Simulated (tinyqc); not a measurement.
Precursor delivery by bubblers, mass-transport growth and the solid composition of a III-V alloy. Changing the bath temperature T2. Computed by tinyqc, a small Python program. Command: `OMP_NUM_THREADS=1 python tinyqc.py 3024905 3024906 out.jsonl movpe_thermo sweep`. One thread of a shared host (Intel(R) Xeon(R) Processor @ 2.30GHz), about 0.01 s of CPU time with the checks.

1 sccm = 44.615 micromol/min; 1 torr = 133.322 Pa. The sources decompose fully at the surface.

Inputs (values chosen for the exercise, modelled on triethylgallium (source 1) and trimethylindium (source 2) for the vapour pressures): bath temperature T1 = 285 K; bubbler pressure p_b = 400 torr; carrier flow F1 = 54 sccm; carrier flow F2 = 21 sccm; total flow F_t = 5.1 slm; group-V flow F_V = 200 sccm; reactor pressure p = 40 torr; growth temperature T = 1000 K; diffusivity at 273 K and 760 torr = 0.39 cm^2/s; flow cross-section A = 77 cm^2; distance from the leading edge z = 4.4 cm; lattice constant a = 5.73 angstrom; interaction L0 of the solid = 7.86 kJ/mol; vapour fraction x_v of D among the group-V sources = 0.47; exchange energy dG_x of AC + (1/2) D2 -> AD + (1/2) C2 = -8 kJ/mol.

Alloy: mixing on the group-V sites.

constants a, b of source 1 (log10 torr, K): [8.062, 2162]

constants a, b of source 2 (log10 torr, K): [10.53, 3014]

Constants: k_B = 1.380649e-23 J/K; R = 8.314462618 J/(mol K).

Method:
- log10 p_v = a - b/T_bath; molar flow = F x 44.615 x p_v/(p_b - p_v) for a saturated bubbler.
- p_i = p n_i/(44615 F_t), F_t in slm; p_V = p F_V/(1000 F_t), counted per molecule supplied; V/III = 44.615 F_V/(n1 + n2); vapour fraction of source 2 = n2/(n1 + n2).
- Mean velocity u = (F_t/A)(760/p)(T/273); D = D0 (T/273)^1.75 (760/p); boundary layer delta = sqrt(pi D z/u); flux = D dp/(delta k_B T); growth rate = flux x a^3/4.
- At high V/III the group-V pressures at the surface equal those supplied, as dimers: p_D2/p_C2 = x_v/(1 - x_v). Equilibrium of the solid AC(1-x)D(x), A standing for the mix of both group-III metals: ln[x/(1 - x)] + L0 (1 - 2x)/(R T) = -dG_x/(R T) + (1/2) ln[x_v/(1 - x_v)]. Growth rate = rate per torr x (p_1 + p_2). Sensitivity dx/dx_v = [1/(2 x_v (1 - x_v))]/[1/(x (1 - x)) - 2 L0/(R T)].

One run for each value; columns: (1) bath temperature T2 (K); (2) vapour pressure 2 (torr); (3) molar flow 2 (micromol/min); (4) vapour fraction of source 2; (5) solid fraction x:
```
(1)     (2)     (3)      (4)      (5)
278  0.4878   1.144  0.05927  0.81810
283  0.7583   1.779  0.08924  0.81810
288  1.1607   2.727  0.13055  0.81810
293  1.7511   4.120  0.18491  0.81810
298  2.6056   6.143  0.25277  0.81810
303  3.8265   9.049  0.33259  0.81810
308  5.5499  13.182  0.42060  0.81810
313  7.9544  19.009  0.51143  0.81810
```

Describe the trends.

Over the rows, vapour pressure 2 (torr) rises from 0.488 to 7.95 (exponent d ln y / d ln x 25 between the first rows and 22 between the last); molar flow 2 (micromol/min) rises from 1.14 to 19.0 (exponent d ln y / d ln x 25 between the first rows and 23 between the last); vapour fraction of source 2 rises from 0.0593 to 0.511 (exponent d ln y / d ln x 23 between the first rows and 12 between the last).

Caution (all rows): the boundary layer is a quarter or more of the root of the cross-section, so it fills much of the channel and depletion along the flow matters.

Extremes, crossings and ranges named in words are read from the listed rows.
